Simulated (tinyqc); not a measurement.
Inside a calculation. Model: MOSFET in saturation, small-signal circuit and noise.

tinyqc, about 0.01 s, one thread, Intel Xeon 2.30GHz (shared host): `OMP_NUM_THREADS=1 python tinyqc.py 2150149 2150150 out.jsonl` Printed values are rounded.

Bias by the inversion coefficient IC = I/Ispec (charge-based model with velocity saturation; weak inversion below 0.1, strong above 10). Common-source circuit: gm, gds, Cgs, Cgd and Cj at the inner nodes, Rg in series with the gate; quasi-static, no source or drain resistance, no gate-body capacitance, no substrate network, no induced gate noise, so fmax is an upper estimate.

Parameters, values chosen for the exercise:
- T = 300 K (temperature)
- L = 90 nm (gate length)
- W = 20 um (total gate width)
- Cox = 0.99 uF/cm^2 (gate capacitance)
- mu = 410 cm^2/(V s) (mobility)
- n = 1.45 (slope factor)
- Ls = 10 nm (velocity-saturation length)
- sg = 0.029 (ratio gds/gm)
- Cov = 0.24 fF/um (overlap and fringe capacitance per side)
- Cj = 0.57 fF/um (drain junction capacitance)
- Rsh = 10 ohm (sheet resistance of the gate)
- Wf = 4 um (finger width)
- Rc = 200 ohm um (gate contact and vertical resistance)
- IC = 7.1 (inversion coefficient)
- gw = 0.09 (short-channel excess of the noise factor)
- Nt = 2.5e17 cm^-3 eV^-1 (oxide trap density)
- lt = 0.1 nm (tunnelling length into the oxide)
- ac = 0 V s/C (Coulomb scattering coefficient)
- f = 20 GHz (signal frequency)

Constants: q = 1.602176634e-19 C, kB = 1.380649e-23 J/K, Vt = kB T/q. Results are converted to the units shown.

## Current, transconductance and gain

Ispec = 2 n mu Cox (W/L) Vt^2, lc = Ls/L, gms = [sqrt((lc IC + 1)^2 + 4 IC) - 1]/[2 + lc (lc IC + 1)], gm = gms Ispec/(n Vt), gds = sg gm.

Ispec = 174.821 uA
I = 1241.23 uA
gms = 2.10182
gm = 9.80224 mS
gds = 0.284265 mS
gm/I = 7.89722 1/V

gm/I is 29.6 % of its weak-inversion limit 1/(n Vt); without velocity saturation (lc = 0) gms would be 2.21.

## Capacitances, gate resistance and cut-off frequencies

qs = [sqrt(1 + 4 IC) - 1]/2, Cgs = Cox W L qs (2 qs + 3)/(3 (qs + 1)^2) + Cov W, Cgd = Cov W, Cd = Cj W, Rg = Rsh (Wf/L)/(12 Nf) + Rc/W with Nf = W/Wf fingers (not rounded) contacted at both ends. fT = gm/(2 pi (Cgs + Cgd)), fmax = fT/(2 sqrt(Rg (gds + 2 pi fT Cgd))).

Cgs = 14.2541 fF
Cgd = 4.8 fF
Cd = 11.4 fF
Rg = 17.4074 ohm
fT = 81.8761 GHz
fmax = 186.987 GHz

Overlap and fringe make up 50.4 % of the gate capacitance; fmax is 2.28 times fT.

## Admittance matrix

Inner admittances at w = 2 pi f: y11 = i w (Cgs + Cgd), y12 = -i w Cgd, y21 = gm - i w Cgd, y22 = gds + i w (Cgd + Cd). Invert to Z, add Rg to Z11 and invert back to Y.

inner y (mS):
```
                  1                 2
1  0.00000+2.39441i  0.00000-0.60319i
2  9.80224-0.60319i  0.28426+2.03575i
```

Y with Rg (mS):
```
                  1                  2
1  0.09963+2.39025i  -0.02510-0.60214i
2  9.76014-1.00999i   0.29487+2.13823i
```

## Current gain and unilateral power gain

|h21| = |Y21/Y11|; U = |Y21 - Y12|^2/(4 [Re Y11 Re Y22 - Re Y12 Re Y21]). Extrapolated at 20 dB a decade: f |h21| and f sqrt(U).

|h21| = 4.10155
U = 87.4100
f |h21| = 82.0310 GHz
f sqrt(U) = 186.987 GHz

f |h21| is 0.19 % above the formula for fT, and f sqrt(U) within 0.01 % of that for fmax.

## Noise at the gate

Channel noise Sid = 4 kB T gam n gm with gam = (1/2 + (2/3) qs)/(1 + qs) + gw lc IC, qs = [sqrt(1 + 4 IC) - 1]/2, lc = Ls/L (the last term an empirical rise with velocity saturation); at the gate, white noise Sw = Sid/gm^2 + 4 kB T Rg. Number fluctuation with correlated mobility: S(f) = K/f, K = q^2 Vt lt Nt/(W L Cox^2) (1 + ac mu Cox I/gm)^2, Vt in eV with Nt per eV. Corner fc = K/Sw. Full shot noise would be 2 q I.

gam = 0.685763
Sid = 1.61485e-22 A^2/Hz
Sid/(2 q I) = 0.406013
sqrt(Sw) = 1.40324 nV/Hz^0.5
K = 9.40399e-11 V^2
fc = 47.7586 MHz

The gate resistance gives 15 % of the white noise power.
